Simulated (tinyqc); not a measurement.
## Scale length and length offset from two DIBL values

Question. DIBL = exp(-Le/(2 l)) + 2 exp(-Le/l) with Le = L - dL. Find l, dL and the drawn length for a DIBL of 100 mV/V.

DIBL at drawn lengths 69 and 98 nm (mV/V): 108.95977  34.799837

Answer. With e = exp(-Le/(2 l)), 2 e^2 + e = DIBL gives e and so Le/l at each length; Le/l is a straight line in L with slope 1/l.

l = 14.00 nm
dL = 2.200 nm
length for 100 mV/V = 71.09 nm

Program tinyqc, `OMP_NUM_THREADS=1 python tinyqc.py 2002080 2002081 out.jsonl`; Intel Xeon 2.30GHz, shared host, one thread, about 0.01 s.
